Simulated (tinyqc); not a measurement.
Inside a calculation. Method: tight binding, dimerised chain. Computed by tinyqc, a small Python program that keeps every step. Settings: t1 = 1.3, t2 = 0.6, delta = 0, points = 12, cells = 3. Command: `OMP_NUM_THREADS=1 python tinyqc.py 31610 31611 out.jsonl` (the two numbers bound the seeds that draw the settings). One thread of a shared host (Intel(R) Xeon(R) Processor @ 2.60GHz), about 0.01 s of CPU time with the checks.

## Bloch Hamiltonian at k

Parameters chosen for this model:

| parameter | value | unit |
|---|---|---|
| t1 | 1.300000 | eV, inside the cell |
| t2 | 0.600000 | eV, between cells |
| delta | 0 | eV, +/- on the two sites |

k point k (2 pi / a): 0.320000

H_AA = +delta, H_BB = -delta, H_AB = -t1 - t2 exp(-i k a).

H(k) at k (eV):
```
                     A                    B
A             0.000000  -1.044532+0.542896i
B  -1.044532-0.542896i             0.000000
```

## Levels at k

Diagonalise the Hermitian matrix.

eigenvalues (eV): -1.177193  1.177193

weights |c|^2 of the basis functions:
```
     band 1    band 2
A  0.500000  0.500000
B  0.500000  0.500000
```

## Bloch Hamiltonian at X

k point X (2 pi / a): 0.500000

As before.

H(k) at X (eV):
```
           A          B
A   0.000000  -0.700000
B  -0.700000   0.000000
```

## Levels at X

As before.

eigenvalues (eV): -0.700000  0.700000

weights |c|^2 of the basis functions:
```
     band 1    band 2
A  0.500000  0.500000
B  0.500000  0.500000
```

## Bands along a path

The same steps at evenly spaced points between the labelled ones.

Bands along the path (eV):

| k | band 1 | band 2 |
|---|---|---|
| G | -1.900000 | 1.900000 |
| G-X 0.25 | -1.775693 | 1.775693 |
| G-X 0.50 | -1.431782 | 1.431782 |
| G-X 0.75 | -0.973095 | 0.973095 |
| X | -0.700000 | 0.700000 |

With 1 band(s) filled, the highest filled level on these points lies at X and the lowest empty one at X: a gap of 1.4000 eV, direct.

## Berry (Zak) phase of the lower band

On 12 points k_j = j/N: phase = -Im ln of the product of <u_j|u_(j+1)>, closed with u_N = u_0 (the cell-periodic part is taken without the site positions). Single arguments depend on the phases chosen for the u_j; only their sum modulo 2 pi does not.

Overlaps:

| j | \|<u_j\|u_j+1>\| | argument (rad) |
|---|---|---|
| 0 | 0.996664 | 0.081700 |
| 1 | 0.997166 | -0.238707 |
| 2 | 0.998248 | -0.059197 |
| 3 | 0.999726 | 0.455812 |
| 4 | 0.998427 | -0.423113 |
| 5 | 0.983210 | 0.183504 |
| 6 | 0.983210 | 0.183504 |
| 7 | 0.998427 | -0.423113 |
| 8 | 0.999726 | 0.455812 |
| 9 | 0.998248 | -0.059197 |
| 10 | 0.997166 | -0.238707 |
| 11 | 0.996664 | 0.081700 |

phase / pi, folded into (-1, 1] = 0.000000

## Open chain of 3 cells

H of the open chain (eV), lower triangle:
```
           1          2          3          4          5         6
1   0.000000
2  -1.300000   0.000000
3   0.000000  -0.600000   0.000000
4   0.000000   0.000000  -1.300000   0.000000
5   0.000000   0.000000   0.000000  -0.600000   0.000000
6   0.000000   0.000000   0.000000   0.000000  -1.300000  0.000000
```

The same hoppings without the wrap-around bond.

levels (eV): -1.754748  -1.369184  -0.914436  0.914436  1.369184  1.754748

weights of the highest filled level on the sites: 0.185667  0.091866  0.222467  0.222467  0.091866  0.185667

The bulk gap runs from -0.7000 to 0.7000 eV; no level of this chain lies inside it.
